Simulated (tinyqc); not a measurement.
Anisotropic elasticity and sound waves of a cubic crystal: one step, computed by the program tinyqc. Command: `OMP_NUM_THREADS=1 python tinyqc.py 3011391 3011392 out.jsonl cubicelastic walk`. One thread of a shared host (Intel(R) Xeon(R) Processor @ 2.30GHz), about 0.01 s of CPU time with the checks.

Voigt order 1..6 = xx, yy, zz, yz, xz, xy, with engineering shear strains. The rotated frame has x' as named, z' along the wafer normal and y' = z' x x'.

Question. Moduli along the axes of the frame. Invert C' to S'. E along x' = 1/S'11, along y' = 1/S'22; Poisson ratios nu(x'y') = -S'12/S'11 and nu(x'z') = -S'13/S'11; in-plane shear modulus 1/S'66.

Frame: (001) wafer, x' along [110].

C' (GPa):
```
         1        2       3       4       5       6
1  123.645   32.565  56.990   0.000   0.000   0.000
2   32.565  123.645  56.990   0.000   0.000   0.000
3   56.990   56.990  99.220   0.000   0.000   0.000
4    0.000    0.000   0.000  45.540   0.000   0.000
5    0.000    0.000   0.000   0.000  45.540   0.000
6    0.000    0.000   0.000   0.000   0.000  21.115
```

Give: E along x'; E along y'; nu(x'y'); nu(x'z'); in-plane shear modulus.

Answer.

E along x' = 90.911 GPa

E along y' = 90.911 GPa

nu(x'y') = -0.0018581

nu(x'z') = 0.57545

in-plane shear modulus = 21.115 GPa

E is the same along x' and y'. At least one Poisson ratio is negative: pulled along x', the crystal widens in that direction.
